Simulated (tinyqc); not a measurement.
# Heisenberg spin cluster by exact diagonalisation: multiplets, susceptibility, level crossings, step by step

A worked calculation. Computed by tinyqc, a small Python program that keeps every step. Command: `OMP_NUM_THREADS=1 python tinyqc.py 3026913 3026914 out.jsonl spincl walk`. One thread of a shared host (Intel(R) Xeon(R) Processor @ 2.30GHz), about 0.01 s of CPU time with the checks. Intermediate numbers are printed to about 6 digits and carried at full precision; extremes and crossings named in words are read from the listed rows.

H = J1 sum S_i.S_j over the bonds 1-2, 2-3, 3-4, 4-1 + J2 sum over 1-3, 2-4 - g mu_B B S_z; J > 0 is antiferromagnetic.

Inputs (values chosen for the exercise, for a model cluster):

| quantity | value | unit |
|---|---|---|
| exchange J1 | 2.1 | meV |
| exchange J2 | 1.8 | meV |
| g factor | 2.06 | - |
| temperature T | 11 | K |
| field B | 15 | T |

Cluster: square with diagonals J2. Spin s of each site: 1.

Constants: k_B = 8.617333262e-05 eV/K; mu_B = 5.7883818060e-05 eV/T.

## Multiplets

Every multiplet has one member in the block S_z = 0; diagonalise it and read the total spin from <S^2> = S (S + 1).

Levels at B = 0:

| E (meV) | total S | number of multiplets |
|---|---|---|
| -9.0 | 0 | 1 |
| -7.8 | 0 | 1 |
| -7.2 | 0 | 1 |
| -6.9 | 1 | 1 |
| -6.3 | 1 | 2 |
| -5.7 | 1 | 1 |
| -5.4 | 1 | 2 |
| -2.7 | 2 | 1 |
| -2.1 | 2 | 2 |
| -1.8 | 2 | 2 |
| -1.5 | 2 | 1 |
| 3.6 | 3 | 1 |
| 4.2 | 3 | 2 |
| 12.0 | 4 | 1 |

ground energy = -9 meV

gap to the next level = 1.2 meV

The ground state has S = 0; the next level has S = 0. The highest spin, S = 4, lies at 12 meV, s^2 times the sum of all J, s the spin of a site.

## Thermal averages at zero field

Z = sum k (2S + 1) exp(-E/(k_B T)) over the table, k the number of multiplets; <S^2> likewise with the factor S (S + 1); chi T = N_A g^2 mu_B^2 <S^2>/(3 k_B) = 0.125049 g^2 <S^2> cm^3 K/mol (cgs, per mole of clusters); C = (<E^2> - <E>^2)/(k_B T)^2; entropy = ln Z + <E>/(k_B T).

<S^2> = 0.817983

chi T = 0.434069 cm^3 K/mol

heat capacity = 2.04491 k_B

entropy = 2.27298 k_B

Free spins would give <S^2> = 8 and the entropy 4.394 k_B; chi T is 10 % of the free value.

## Magnetisation in the field

Each multiplet splits as E - g mu_B B m; <S_z> is the Boltzmann mean. The first level crossing is at the smallest (E_S - E_0)/(g mu_B (S - S_0)) over higher spins (0 if the ground state has the highest spin).

<S_z> = 0.584314

first crossing field = 17.6114 T

Linear response would give g mu_B B <S^2>/(3 k_B T) = 0.514.

## Susceptibility against the Curie-Weiss form

High-temperature form: chi T = C0/(1 - theta/T), C0 = 0.125049 g^2 n s (s + 1), k_B theta = -(2/3) s (s + 1) (sum of J over bonds)/n, n = 4; a dash where T <= 1.05 theta.

theta = -46.4181 K

Against temperature:

| T (K) | chi T (cm^3 K/mol) | Curie-Weiss | chi (cm^3/mol) | C (k_B) |
|---|---|---|---|---|
| 2.4 | 1.37641e-04 | 0.20871 | 5.73503e-05 | 0.12780 |
| 4.9 | 3.18656e-02 | 0.40535 | 6.50318e-03 | 1.49905 |
| 8.5 | 2.56099e-01 | 0.65706 | 3.01293e-02 | 2.46595 |
| 15.0 | 6.73481e-01 | 1.03681 | 4.48988e-02 | 1.51531 |
| 24.0 | 1.10279e+00 | 1.44688 | 4.59497e-02 | 1.03781 |
| 39.0 | 1.63811e+00 | 1.93829 | 4.20028e-02 | 0.69385 |
| 61.0 | 2.17521e+00 | 2.41078 | 3.56592e-02 | 0.44466 |
| 97.0 | 2.71421e+00 | 2.87126 | 2.79815e-02 | 0.25071 |
| 190.0 | 3.34489e+00 | 3.41175 | 1.76047e-02 | 0.08921 |
| 390.0 | 3.77272e+00 | 3.79373 | 9.67363e-03 | 0.02483 |

The Curie-Weiss form is within 3 % in the last 2 rows. chi passes a maximum, at 24 K among these rows, the mark of a singlet ground state; among these rows C is largest at 8.5 K, and the gap is 13.9 K.

Checks made by the program: the trace of H and the count of states (relative difference below 1e-10).
